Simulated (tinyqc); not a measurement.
What moves the results: parabolic quantum dot in a magnetic field (Fock-Darwin). A value that a table varies takes the place of the one given here.

Two dimensions, V = m w0^2 r^2/2, one valley. hbar wc = 2 muB B/m, W = sqrt(w0^2 + wc^2/4), E(n, l, s) = (2n + |l| + 1) hbar W - l hbar wc/2 + s gs muB B, n = 0, 1, ..., l = 0, +/-1, ..., s = +/-1/2; length lam = sqrt(2c/(m hbar W)), c = hbar^2/2m0.

Two electrons, first order in the Coulomb energy: the singlet (0,0)^2 has 2W + J0 and the lowest triplet (0,0)(0,1) has 3W - wc/2 + J0/2 - Ez, with J0 = sqrt(pi/2) q/(eps lam), q = e^2/(4 pi eps0), Ez = |gs| muB B.

Exact treatment: the centre of mass separates with energy W, and the relative motion obeys [-(2c/m) Laplacian + (2c/m) r^2/(2 lam^2)^2 + q/(eps r)] psi = e_l psi for angular number l, solved in 14 Gaussians r^l exp(-a r^2), a = 1.7^i/(4 lam^2), i = -3 to 10. E(S) = W + e_0, E(T) = W + e_1 - wc/2 - Ez.

Constants: muB = 5.788381798e-05 eV/T; hbar^2/2m0 = 3.80998211 eV angstrom^2; e^2/(4 pi eps0) = 14.39964547 eV angstrom.

Parameters, chosen for this exercise (near those of a gate-defined dot in InAs; not measured data): m = 0.0299 m0 (mass); gs = -7.4 (g factor); w0 = 1.5 meV (confinement energy hbar w0); Bs = (0, 0.097, 0.19, 0.31, 0.46, 0.7, 1) T (fields); eps = 15 (dielectric constant); B = 0.42 T (magnetic field).

## Levels against field

Six orbital levels without the Zeeman term.

Levels (meV):
```
B (T)  (0,0)  (0,1)  (0,-1)  (0,2)  (1,0)  (0,3)
0      1.500  3.000   3.000  4.500  4.500  6.000
0.097  1.512  2.836   3.211  4.160  4.535  5.483
0.19   1.544  2.721   3.457  3.898  4.633  5.074
0.31   1.616  2.631   3.831  3.647  4.847  4.662
0.46   1.744  2.598   4.379  3.452  5.233  4.306
0.70   2.021  2.688   5.398  3.354  6.064  4.021
1.0    2.449  2.962   6.834  3.475  7.347  3.988
```

(0,2) crosses (0,-1) where W = 3 wc/2, that is wc = w0/sqrt(2), B = 0.27 T, and (0,3) crosses it at W = wc, B = 0.45 T. States with n = 0 and l >= 0 draw together into the lowest Landau level: their spacing W - wc/2 shrinks from 1.50 to 0.51 meV, while (0,-1) climbs to 4.38 meV above (0,0).

## Singlet against triplet in a field

For each field, first order and exact.

Energies (meV):
```
B (T)     J0  W - wc/2     Ez  E(T) - E(S), first order  exact
0      2.919     1.500  0.000                     0.041   0.73
0.097  2.930     1.324  0.042                    -0.183   0.50
0.19   2.962     1.177  0.081                    -0.386   0.30
0.31   3.029     1.015  0.133                    -0.632   0.06
0.46   3.148     0.854  0.197                    -0.917  -0.21
0.70   3.389     0.666  0.300                    -1.328  -0.60
1.0    3.730     0.513  0.428                    -1.780  -1.02
```

Exactly, the triplet drops below the singlet between 0.31 and 0.46 T. First order puts the crossing between 0 and 0.097 T; with J0/W = 1.95 at zero field it misses the splitting there by 0.69 meV. From the first row to the last the orbital cost falls by 0.99 meV, the Coulomb gain J0/2 (half direct, half exchange) grows by 0.41 meV and the Zeeman gain by 0.43 meV. States of higher angular number, which take over at higher fields, in soft dots already within such a table, are left out.

## What each parameter does

The two modes W +/- wc/2, lam and the exact E(T) - E(S), with q = e^2/(4 pi eps0) and Ez = |gs| muB B. Each row changes one parameter from the base and keeps the others.

Results:
```
case           upper mode (meV)  lower mode (meV)  lam (angstrom)  E(T) - E(S) (meV)
base                      2.519             0.893           386.5              -0.14
B = 0.63 T                3.153             0.714           363.1              -0.49
w0 = 1.88 meV             2.861             1.235           352.7               0.08
m = 0.0344 m0             2.365             0.951           365.5              -0.09
gs = -11.1                2.519             0.893           386.5              -0.23
eps = 12.8                2.519             0.893           386.5              -0.21
```

The largest shifts from the base row, up to three for each result and ties (the steps differ in size, so this ranks the rows, not the parameters). upper mode (meV): B +0.634, w0 +0.342, m -0.154; unchanged at the printed digits by gs and eps. lower mode (meV): w0 +0.342, B -0.179, m +0.058; unchanged at the printed digits by gs and eps. lam (angstrom): w0 -33.7, B -23.4, m -21.0; unchanged at the printed digits by gs and eps. E(T) - E(S) (meV): B -0.35, w0 +0.22, gs -0.09.

Run: tinyqc, `OMP_NUM_THREADS=1 python tinyqc.py 1282386 1282387 out.jsonl`; Intel(R) Xeon(R) Processor @ 2.30GHz, one thread, shared host; about 0.1 s of CPU time with all checks.
